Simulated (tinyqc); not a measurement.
Sharing a fixed EOT between the layers.

Without charge in the stack, a voltage of 1 V over an EOT of 1.5 nm gives F1 = (V/EOT)(3.9/e1) and F2 = F1 e1/e2; t2 = e2 (EOT/3.9 - t1/e1).

Parameters, values chosen for the exercise: relative permittivity of layer 1 e1 = 3.99; relative permittivity of layer 2 e2 = 25.4.

Sharing a fixed EOT between the layers:
```
t1 (nm)  t2 (nm)  physical thickness (nm)  drop over layer 1 (V)  drop over layer 2 (V)
0          9.769                    9.769                      0                  1.000
0.19       8.560                    8.750                 0.1238                 0.8762
0.37       7.414                    7.784                 0.2411                 0.7589
0.56       6.204                    6.764                 0.3649                 0.6351
0.75       4.995                    5.745                 0.4887                 0.5113
0.93       3.849                    4.779                 0.6060                 0.3940
1.12       2.639                    3.759                 0.7298                 0.2702
1.3        1.494                    2.794                 0.8471                 0.1529
```

What does the comparison show?

Each 0.1 nm of layer 1 costs 0.637 nm of layer 2, so the physical thickness falls from 9.77 to 2.79 nm. The fields do not change, 6.52 MV/cm in layer 1 and 1.02 MV/cm in layer 2, and layer 1 takes half of the voltage at t1 = 0.767 nm.

Program tinyqc, `OMP_NUM_THREADS=1 python tinyqc.py 2010057 2010058 out.jsonl`; Intel Xeon 2.30GHz, shared host, one thread, about 0.01 s.
